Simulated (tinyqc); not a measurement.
From results back to parameters: two-level Kane dispersion of a narrow-gap semiconductor. Two cases, with inputs chosen for the exercise.

Problem. In the two-level Kane model E = Eg/2 + sqrt(Eg^2/4 + (2/3) Ep c k^2), c = hbar^2/2m0, and the momentum mass is m(k) = (3/(2 Ep)) sqrt(Eg^2 + (8/3) Ep c k^2). It is given at the Fermi wave vectors kF = (3 pi^2 n)^(1/3) of two densities (1 cm^-3 = 1e-24 angstrom^-3).

Constants: hbar^2/2m0 = 3.80998211 eV angstrom^2.

Find: kF^2; Ep; edge mass; |Eg|.

Method. m^2 = m0*^2 + (6 c/Ep) kF^2 is a straight line in kF^2: the slope gives Ep, the intercept the edge mass, and |Eg| = (2/3) Ep m0*. The sign of Eg does not enter. For Eg < 0 the edge mass does not depend on Dso, which enters only as EF nears it.

Case 1.

Values chosen (out of a larger set: near those of HgTe; not measured data): n12 = (7.8e+15, 1.3e+18) cm^-3 (two densities).

masses at the two densities (m0): 0.02640154  0.04587882

Solution.

kF^2 (1/angstrom^2): 3.7642e-05  0.0011400

Ep = 17.9 eV
edge mass = 0.02547 m0
|Eg| = 0.304 eV

Case 2.

Values chosen (out of a larger set: near those of grey Sn; not measured data): n12 = (1.4e+16, 8.8e+17) cm^-3 (two densities).

masses at the two densities (m0): 0.02585155  0.03828553

Solution.

kF^2 (1/angstrom^2): 5.5595e-05  0.00087889

Ep = 23.6 eV
edge mass = 0.02479 m0
|Eg| = 0.390 eV

Computed by tinyqc, one run a case: `OMP_NUM_THREADS=1 python tinyqc.py N N+1 out.jsonl` with N = 1081420, 1081468; one thread of a shared Intel(R) Xeon(R) Processor @ 2.30GHz, about 0.01 s a run at most.
